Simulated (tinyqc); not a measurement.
What each integral does: Slater-Koster d bands of an fcc metal.

Values chosen for the exercise (out of a larger set: of the size met in Cu; not measured data):

| symbol | value | unit | meaning |
|---|---|---|---|
| dds | -0.379 | eV | dd sigma |
| ddp | 0.216 | eV | dd pi |
| ddd | -0.019 | eV | dd delta |

Levels at Gamma, E(t2g) = 3 dds + 4 ddp + 5 ddd, E(eg) = 1.5 dds + 6 ddp + 4.5 ddd, and W = sqrt(12 mu2), the width of a rectangular band with the same second moment mu2 = z (dds^2 + 2 ddp^2 + 2 ddd^2)/5, z = 12. Each row changes one parameter from the base and keeps the others.

Results:

| case | t2g (eV) | eg (eV) | W (eV) |
|---|---|---|---|
| base | -0.3680 | 0.6420 | 2.6163 |
| dds = -0.4358 eV | -0.5384 | 0.5568 | 2.8597 |
| ddp = 0.1836 eV | -0.4976 | 0.4476 | 2.4697 |
| ddd = -0.0161 eV | -0.3535 | 0.6551 | 2.6152 |

The largest shifts from the base row, up to three for each result and ties (the steps differ in size, so this ranks the rows, not the parameters). t2g (eV): dds -0.1704, ddp -0.1296, ddd +0.0145. eg (eV): ddp -0.1944, dds -0.0852, ddd +0.0131. W (eV): dds +0.2434, ddp -0.1466, ddd -0.0011. The ratio of the shifts of t2g and eg names the integral: 3 : 1.5 for dds, 4 : 6 for ddp, 5 : 4.5 for ddd.

Run: tinyqc, `OMP_NUM_THREADS=1 python tinyqc.py 1452552 1452553 out.jsonl`; Intel(R) Xeon(R) Processor @ 2.30GHz, one thread, shared host; about 0.06 s of CPU time with all checks.
